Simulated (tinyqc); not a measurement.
The same stress in different states: Raman shift of the zone-centre optical phonon of a diamond-structure crystal under stress. Computed by tinyqc, a small Python program. Command: `OMP_NUM_THREADS=1 python tinyqc.py 3027733 3027734 out.jsonl ramanstress walk`. One thread of a shared host (Intel(R) Xeon(R) Processor @ 2.30GHz), about 0.01 s of CPU time with the checks.

Axes x, y, z are the cube axes. Strain shifts the threefold optical mode and can split it; p, q and r are the phonon deformation potentials.

Inputs (values chosen for the exercise, modelled on germanium): unstrained frequency omega_0 = 300.9 1/cm; p/omega_0^2 = -1.41; q/omega_0^2 = -1.97; r/omega_0^2 = -1.07; C11 = 129.1 GPa; C12 = 48.37 GPa; C44 = 65.81 GPa; stress sigma (tension positive) = -0.38 GPa.

Stress state: biaxial. Axis: [001].

Method:
- S11 = (C11 + C12)/D, S12 = -C12/D, D = (C11 - C12)(C11 + 2 C12), S44 = 1/C44.
- eps_xx = S11 sigma_xx + S12 (sigma_yy + sigma_zz), and cyclic; eps_xy = S44 sigma_xy/2 (tensor strain).
- Secular matrix: M_xx = p eps_xx + q (eps_yy + eps_zz), M_xy = 2 r eps_xy; its eigenvalues are omega^2 - omega_0^2, and the shifts are these over 2 omega_0.
- Uniaxial: sigma n n^T; biaxial: sigma (1 - n n^T); hydrostatic: sigma 1. The line seen from (001) is taken as unresolved, at the intensity-weighted shift M_zz/(2 omega_0).

S44 = 15.1953 1/TPa

S11 = 9.73395 1/TPa

S12 = -2.65302 1/TPa

Shifts (1/cm):
```
state                   lowest  middle  highest  line seen from (001)
uniaxial [100]          0.1871  0.5836   0.5836                0.5836
uniaxial [110]         -0.0794  0.5836   0.8501                0.5836
uniaxial [001]          0.1871  0.5836   0.5836                0.1871
uniaxial [111]          0.1416  0.1416   1.0711                0.4514
biaxial, normal [001]   0.7707  0.7707   1.1673                1.1673
biaxial, normal [111]   0.2832  1.2127   1.2127                0.9029
hydrostatic             1.3543  1.3543   1.3543                1.3543
```

Seen from (001), uniaxial stress along [100] and along [110] give the same shift (0.584), and equal biaxial stress in the plane gives twice as much (1.167), since only sigma_xx + sigma_yy and sigma_zz enter M_zz. Stress along [001] gives 0.187. One measured shift therefore fixes the stress only once its state is assumed: read as uniaxial in the plane, a shift implies twice the stress that it does read as biaxial.

Extremes, crossings and ranges named in words are read from the listed rows.
